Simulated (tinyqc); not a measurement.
Avalanche multiplication and breakdown of a junction from ionisation integrals: one step, computed by the program tinyqc. Command: `OMP_NUM_THREADS=1 python tinyqc.py 3002586 3002587 out.jsonl impact walk`. One thread of a shared host (Intel(R) Xeon(R) Processor @ 2.30GHz), about 0.01 s of CPU time with the checks.

Ionisation coefficients follow the local field. Position x runs through the depletion layer from the p side (x = 0), where electrons enter, to the n side (x = w), where holes enter. The built-in voltage is neglected.

Question. Multiplication and noise. M_n = 1/(1 - I_n), M_p = M_n exp(-Phi(w)); McIntyre excess noise for the carrier with the larger M, F_x = k M + (1 - k)(2 - 1/M), with k = (smaller M - 1)/(larger M - 1).

Junction: p-i-n with uniform field.

Every 50th point:
```
x (micrometre)  F (MV/cm)  alpha_n (1/cm)  alpha_p (1/cm)        Phi  I_n up to x
0.0000          0.3276868        14601.52        3338.865  0.0000000    0.0000000
0.0925          0.3276868        14601.52        3338.865  0.1041796    0.1282668
0.1850          0.3276868        14601.52        3338.865  0.2083592    0.2438432
0.2775          0.3276868        14601.52        3338.865  0.3125388    0.3479850
0.3700          0.3276868        14601.52        3338.865  0.4167183    0.4418233
0.4625          0.3276868        14601.52        3338.865  0.5208979    0.5263776
0.5550          0.3276868        14601.52        3338.865  0.6250775    0.6025664
0.6475          0.3276868        14601.52        3338.865  0.7292571    0.6712173
0.7400          0.3276868        14601.52        3338.865  0.8334367    0.7330762
```

Give: M_n; M_p; effective k; excess noise factor.

Answer.

M_n = 3.746

M_p = 1.628

effective k = 0.2287

excess noise factor = 2.193

Injecting electrons gives the larger gain and, at equal gain, the lower noise.
